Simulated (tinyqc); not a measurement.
# p-n diode, drift-diffusion by the Gummel loop with Scharfetter-Gummel fluxes: what changes with what

Abrupt junction at x = 0, p side from -Lp, n side to Ln, ohmic contacts. psi is counted from the intrinsic level; n = ni exp((psi - phin)/Vt), p = ni exp((phip - psi)/Vt). Contacts: p side psi = V - Vt ln(Na/ni), p = Na, n = ni^2/Na; n side psi = Vt ln(Nd/ni), n = Nd, p = ni^2/Nd. Constant mobilities, D = mu Vt, Boltzmann statistics, SRH recombination through a mid-gap level, U = (n p - ni^2)/(tp (n + ni) + tn (p + ni)). Current is positive from the p contact to the n contact.

Inputs (values chosen for the exercise); band and dielectric values close to those of silicon:

| symbol | value | unit | meaning |
|---|---|---|---|
| T | 300 | K | temperature |
| Eg | 1.14 | eV | band gap |
| eps_r | 11.6 |  | relative permittivity |
| Nc | 2.75e19 | cm^-3 | conduction-band density of states at T |
| Nv | 2.65e19 | cm^-3 | valence-band density of states at T |
| Na | 5.6e15 | cm^-3 | acceptor density of the p side |
| Nd | 4.2e16 | cm^-3 | donor density of the n side |
| mun | 1000 | cm^2/(V s) | electron mobility |
| mup | 340 | cm^2/(V s) | hole mobility |
| tn | 1e-6 | s | SRH lifetime of electrons |
| tp | 2e-9 | s | SRH lifetime of holes |
| Lp | 1.4 | um | length of the p side |
| Ln | 0.56 | um | length of the n side |
| G | 0 | cm^-3 s^-1 | uniform generation rate |

Constants: q = 1.602176634e-19 C, kB = 1.380649e-23 J/K, Vt = kB T/q, eps0 = 8.8541878128e-14 F/cm where lengths are in cm. Results are converted to the units shown.

Each table varies one quantity; the others keep the values above.

## Current against voltage in the dark

ni = sqrt(Nc Nv) exp(-Eg/(2 Vt)), Eg in volts. Poisson and both continuity equations are solved self-consistently with Scharfetter-Gummel fluxes on a graded mesh of 500 nodes. J_scr is q times the integral of U between -xp and xn. Ideal diffusion current J_id = q ni^2 [Dn coth(wp/Le)/(Le Na) + Dp coth(wn/Lh)/(Lh Nd)] (exp(V/Vt) - 1), Le = sqrt(Dn tn), Lh = sqrt(Dp tp), wp = Lp - xp, wn = Ln - xn, with xp and xn from the depletion approximation (W = sqrt(2 eps0 eps_r (Vbi - V)(1/Na + 1/Nd)/q), xp = W Nd/(Na + Nd), xn = W Na/(Na + Nd), Vbi = Vt ln(Na Nd/ni^2)). Ideality factor = 0.004 V/(Vt ln[J(V + 0.004 V)/J(V)]). Here G = 0.

In this table G = 0 cm^-3 s^-1.

Result of one run:
```
V (V)	J (A/cm^2)	ideality factor	J_scr/J (%)	J_id (A/cm^2)	share recombining at the contacts (%)	larger minority/doping at -xp and xn
0.27	2.17e-5	1.22	39.9	1.32e-5	59.6	8.49e-8
```

What becomes of these results when the bias of the p contact V is changed from 0.27 to 0.21 V, all else the same?

Result of the changed run:
```
V (V)	J (A/cm^2)	ideality factor	J_scr/J (%)	J_id (A/cm^2)	share recombining at the contacts (%)	larger minority/doping at -xp and xn
0.21	3.68e-6	1.38	64.7	1.32e-6	35.1	8.41e-9
```

The whole series:
```
V (V)	J (A/cm^2)	ideality factor	J_scr/J (%)	J_id (A/cm^2)	share recombining at the contacts (%)	larger minority/doping at -xp and xn
0.15	7.12e-7	1.41	81.8	1.31e-7	18.1	8.31e-10
0.21	3.68e-6	1.38	64.7	1.32e-6	35.1	8.41e-9
0.27	2.17e-5	1.22	39.9	1.32e-5	59.6	8.49e-8
0.33	1.61e-4	1.10	18.8	1.32e-4	80.6	8.56e-7
0.39	0.00141	1.04	7.42	0.00132	91.9	8.60e-6
0.45	0.0134	1.02	2.71	0.0132	96.5	8.60e-5
0.51	0.131	1.02	0.961	0.132	98.3	8.52e-4
0.57	1.28	1.02	0.314	1.31	98.9	0.00820
0.64	17.3	1.08	0.0573	19.1	99.4	0.0987
```

J rises from 7.12e-7 to 17.3 A/cm^2; the ideality factor goes from 1.41 through a minimum of 1.02 (at V = 0.51 V among the rows listed) to 1.08. Recombination in the depleted layer carries over half of the current up to V = 0.21 V, where the factor is 1.38; it grows roughly as exp(V/2 Vt), so diffusion overtakes it. Where the factor is lowest (V = 0.51 V), J is 1.1 % below the ideal diffusion current.

## Effect of the SRH lifetime of holes at fixed bias

Same model as above.

In this table V = 0.5 V.

Results:
```
tp (s)	J (A/cm^2)	ideality factor	J_scr/J (%)	J_id (A/cm^2)	share recombining at the contacts (%)	larger minority/doping at -xp and xn
1e-11	0.123	1.12	5.91	0.128	64.9	5.82e-4
1e-10	0.0987	1.04	3.92	0.0968	85.7	5.82e-4
1e-8	0.0883	1.01	0.562	0.0897	99.3	5.82e-4
1e-7	0.0879	1.01	0.208	0.0896	99.8	5.82e-4
1e-6	0.0878	1.01	0.0795	0.0896	99.9	5.82e-4
1e-5	0.0878	1.01	0.0315	0.0896	99.9	5.82e-4
```

Estimate the missing row, tp = 1e-9 s.

Computed row:
```
tp (s)	J (A/cm^2)	ideality factor	J_scr/J (%)	J_id (A/cm^2)	share recombining at the contacts (%)	larger minority/doping at -xp and xn
1e-9	0.0900	1.02	1.56	0.0904	97.0	5.82e-4
```

With this row back in the table: As tp rises from 1e-11 to 1e-5, J falls from 0.123 to 0.0878 A/cm^2, the share of the depleted layer falls from 5.91 to 0.0315 % and the share lost at the contacts rises from 64.9 to 99.9 %. The exponent d ln J/d ln tp is -0.10 between the first two rows and 0.00 between the last two. J less J_scr is 2.0 % below J_id in the last row.

Computed by the program tinyqc: `OMP_NUM_THREADS=1 python tinyqc.py 2240046 2240047 out.jsonl`, one thread of a shared Intel Xeon 2.30GHz, about 0.1 s for the whole run.
